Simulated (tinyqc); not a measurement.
What moves the results of Gaussian smearing: smearing for a one-band metal on the simple cubic lattice.

Lattice vectors (units of a): a1 = (1, 0, 0), a2 = (0, 1, 0), a3 = (0, 0, 1). E(k) = -t A_1(k) - t2 A_2(k), A_m the sum of cos(k . R) over the 6 nearest and 12 second lattice vectors. Mesh k = sum (j_i/N) b_i, j_i = 0 .. N-1.

With x = (E_k - mu)/sigma: Gaussian f = erfc(x)/2, s = exp(-x^2)/(2 sqrt(pi)). With weights w = points/N^d (d the dimension), mu solves 2 sum w f = ne; E = 2 sum w f E_k, S = 2 sum w s, F = E - sigma S.

Values chosen for the exercise:

| symbol | value | unit | meaning |
|---|---|---|---|
| t | 1.29 | eV | nearest hopping |
| t2 | 0.19 | eV | second hopping |
| ne | 0.7 |  | electrons per cell |
| N | 5 |  | unshifted mesh |
| sigma | 0.645 | eV | width |

All sums formed anew.

One parameter was then changed.

Results before and after:

| case | mu (eV) | E (eV) | S | F (eV) |
|---|---|---|---|---|
| base | -0.7800 | -2.4635 | 0.1077 | -2.5329 |
| changed | -0.4733 | -2.5341 | 0.0958 | -2.5959 |

Which of these changes was made? (a) sigma = 1.29 eV; (b) N = 10; (c) ne = 0.8; (d) t2 = 0.319 eV; (e) t = 1.419 eV.

Answer: (c) ne = 0.8. Of the candidates, run in turn, only this one gives the changed row.

All candidates:

| case | mu (eV) | E (eV) | S | F (eV) |
|---|---|---|---|---|
| base | -0.7800 | -2.4635 | 0.1077 | -2.5329 |
| N = 10 | -0.8749 | -2.5052 | 0.0660 | -2.5478 |
| sigma = 1.29 eV | -0.8769 | -2.4320 | 0.1373 | -2.6091 |
| ne = 0.8 | -0.4733 | -2.5341 | 0.0958 | -2.5959 |
| t2 = 0.319 eV | -0.3939 | -2.5605 | 0.1083 | -2.6303 |
| t = 1.419 eV | -0.9088 | -2.6956 | 0.1075 | -2.7649 |

Computed by tinyqc, a small Python program: `OMP_NUM_THREADS=1 python tinyqc.py 1680807 1680808 out.jsonl` (the numbers bound the seed that draws the inputs); one thread of a shared host (Intel(R) Xeon(R) Processor @ 2.30GHz), about 0.3 s for the whole set of steps.
